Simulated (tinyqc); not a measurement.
Exchange-only LDA atom on a uniform radial grid, spin-unpolarised, for F(2+), step by step. Computed by tinyqc, a small Python program that keeps every step. Settings: Z = 9, points = 256, R = 4.7, functional = Slater exchange alone, mixing = 0.2, iteration cap = 73. Command: `OMP_NUM_THREADS=1 python tinyqc.py 24771 24772 out.jsonl` (the two numbers bound the seeds that draw the settings). One thread of a shared host (Intel(R) Xeon(R) Processor @ 2.60GHz), about 2 s of CPU time with the checks. Later iterations appear only in the table of the cycle.

## Iteration 1

Spherical atom on a uniform radial grid r_j = j h with h = R/(N + 1), h sum u^2 = 1 and integrals as h times sums, u(0) = u(R) = 0 (atomic units):
```
parameter           value
Z                       9
points N              256
R                4.700000
h                0.018288
mixing           0.200000
electrons in 1s         2
electrons in 2s         2
electrons in 2p         3
```

Three-point differences turn -u''/2 + [l(l+1)/2r^2 - Z/r + V] u = e u into a tridiagonal matrix (diagonal 1/h^2 + potential, off-diagonal -1/2h^2). D = sum f u^2; the Hartree potential y/r solves y'' = -D/r with y(0) = 0, y(R) = N_e; v_xc comes from rho = D/(4 pi r^2); E = sum f e - int D V + int D (V_H/2 + eps_xc); V(new) = V + mixing (V_H + v_xc - V).

eigenvalues (hartree): 1s -40.229364, 2s -10.107915, 2p -10.130738

Every 16th grid point:
```
r             V in     u(1s)      u(2s)     u(2p)         D        V_H       v_xc
0.292607  0.000000  1.140722  -0.469057  1.139592  6.938531  16.335060  -1.832961
0.585214  0.000000  0.165811  -1.309872  1.219771  7.950037  10.953650  -1.208279
0.877821  0.000000  0.018076  -0.953361  0.734874  3.438568   7.848488  -0.697336
1.170428  0.000000  0.001752  -0.493638  0.349911  0.854677   5.966542  -0.361930
1.463035  0.000000  0.000159  -0.216769  0.146457  0.158327   4.783095  -0.177801
1.755642  0.000000  0.000014  -0.086294  0.056499  0.024470   3.986999  -0.084497
2.048249  0.000000  1.18e-06  -0.032181  0.020603  0.003345   3.417539  -0.039275
2.340856  0.000000  9.77e-08  -0.011454  0.007210  0.000418   2.990358  -0.017969
2.633463  0.000000  7.99e-09  -0.003936  0.002445  0.000049   2.658097  -0.008124
2.926070  0.000000  6.45e-10  -0.001316  0.000809  0.000005   2.392287  -0.003639
3.218677  0.000000  5.16e-11  -0.000431  0.000262  5.77e-07   2.174807  -0.001618
3.511284  0.000000         0  -0.000138  0.000084  5.93e-08   1.993573  -0.000715
3.803891  0.000000         0  -0.000044  0.000026  5.91e-09   1.840221  -0.000314
4.096498  0.000000         0  -0.000014  0.000008  5.67e-10   1.708777  -0.000137
4.389105  0.000000         0  -3.89e-06  2.31e-06  4.63e-11   1.594858  -0.000057
4.681712  0.000000         0  -1.79e-07  1.06e-07         0   1.495180   0.000000
```

total energy = -90.43972832 hartree

## Iteration 2

As before.

eigenvalues (hartree): 1s -36.618421, 2s -8.217070, 2p -8.006899

Every 16th grid point:
```
r             V in     u(1s)      u(2s)     u(2p)         D        V_H       v_xc
0.292607  2.900420  1.157818  -0.403145  1.046216  6.289836  15.803449  -1.773960
0.585214  1.949074  0.178999  -1.262147  1.213773  7.669844  10.732423  -1.193914
0.877821  1.430230  0.021122  -1.000260  0.809840  3.969453   7.791615  -0.731521
1.170428  1.120922  0.002238  -0.568994  0.432007  1.207410   5.955604  -0.406109
1.463035  0.921059  0.000224  -0.276277  0.203950  0.277445   4.781328  -0.214360
1.755642  0.780501  0.000022  -0.122174  0.089143  0.053693   3.986744  -0.109800
2.048249  0.675653  2.02e-06  -0.050789  0.036951  0.009255   3.417505  -0.055139
2.340856  0.594478  1.87e-07  -0.020205  0.014735  0.001468   2.990353  -0.027305
2.633463  0.529995  1.70e-08  -0.007778  0.005705  0.000219   2.658096  -0.013381
2.926070  0.477730  1.53e-09  -0.002919  0.002158  0.000031   2.392287  -0.006505
3.218677  0.434638  1.36e-10  -0.001073  0.000801  4.23e-06   2.174807  -0.003142
3.511284  0.398572  1.20e-11  -0.000388  0.000293  5.58e-07   1.993573  -0.001510
3.803891  0.367981         0  -0.000138  0.000105  7.15e-08   1.840221  -0.000721
4.096498  0.341728         0  -0.000048  0.000037  8.78e-09   1.708777  -0.000341
4.389105  0.318960         0  -0.000015  0.000012  8.85e-10   1.594858  -0.000152
4.681712  0.299036         0  -7.31e-07  5.73e-07         0   1.495180  -0.000019
```

total energy = -92.42551194 hartree

## Convergence

Stop when input and output potentials agree to 1e-7.

Course of the cycle (hartree):
```
iteration             E       e(1s)       e(2s)       e(2p)  largest |V(out) - V(in)|
1          -90.43972832  -40.229364  -10.107915  -10.130738                  2.19e+01
2          -92.42551194  -36.618421   -8.217070   -8.006899                  1.67e+01
3          -93.74460809  -33.869125   -6.797248   -6.428598                  1.26e+01
4          -94.59665657  -31.785512   -5.729802   -5.255360                  9.51e+00
5          -95.13122887  -30.213737   -4.926225   -4.382367                  7.14e+00
6          -95.45685032  -29.033361   -4.320488   -3.731765                  5.34e+00
7          -95.64949866  -28.150512   -3.863273   -3.245919                  3.98e+00
8          -95.76035147  -27.492453   -3.517685   -2.882247                  2.96e+00
9          -95.82252707  -27.003228   -3.256072   -2.609316                  2.20e+00
10         -95.85661911  -26.640135   -3.057691   -2.403910                  1.63e+00
11         -95.87495532  -26.370847   -2.906960   -2.248867                  1.21e+00
...                 ...         ...         ...         ...                       ...
63         -95.89517478  -25.574586   -2.407282   -1.744399                  3.64e-06
64         -95.89517478  -25.574585   -2.407282   -1.744398                  2.90e-06
65         -95.89517478  -25.574584   -2.407281   -1.744398                  2.31e-06
66         -95.89517478  -25.574584   -2.407281   -1.744398                  1.84e-06
67         -95.89517478  -25.574584   -2.407281   -1.744397                  1.47e-06
68         -95.89517478  -25.574583   -2.407280   -1.744397                  1.17e-06
69         -95.89517478  -25.574583   -2.407280   -1.744397                  9.35e-07
70         -95.89517478  -25.574583   -2.407280   -1.744397                  7.45e-07
71         -95.89517478  -25.574583   -2.407280   -1.744397                  5.94e-07
72         -95.89517478  -25.574583   -2.407280   -1.744397                  4.74e-07
73         -95.89517478  -25.574583   -2.407280   -1.744396                  3.78e-07
```

Not converged within 73 iterations: the residual falls steadily but slowly, by a factor of about 0.80 a step. Reruns (cap 100 unless said): mixing 0.3: converged in 50; mixing 0.6: converged in 20; the original settings with a cap of 400: converged in 79. Even converged, this uniform grid resolves the cusp poorly and misses the energy of the atom.
